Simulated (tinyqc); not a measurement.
## Trap depth and cross-section from two peaks

Question. A DLTS peak lies where ew = sn g T^2 exp(-Et/kB T), g = vth Nc/(300 K)^2. Find Et and sn.

Inputs (values chosen for the exercise): conduction-band density of states at 300 K Nc = 2.29e18 cm^-3; thermal velocity at 300 K vth = 2.6e7 cm/s.

Constants: q = 1.602176634e-19 C, kB = 1.380649e-23 J/K. Results are converted to the units shown.

peak temperatures for ew = 10 and 2000 1/s (K): 366.98225  475.95360

Answer. The slope of ln(ew/T^2) against q/kB T is -Et, and the intercept is ln(sn g).

Et = 0.6600 eV
sn = 1.300e-16 cm^2

Numbers from tinyqc (`OMP_NUM_THREADS=1 python tinyqc.py 2050084 2050085 out.jsonl`; about 0.01 s on one thread of a shared Intel Xeon 2.30GHz).
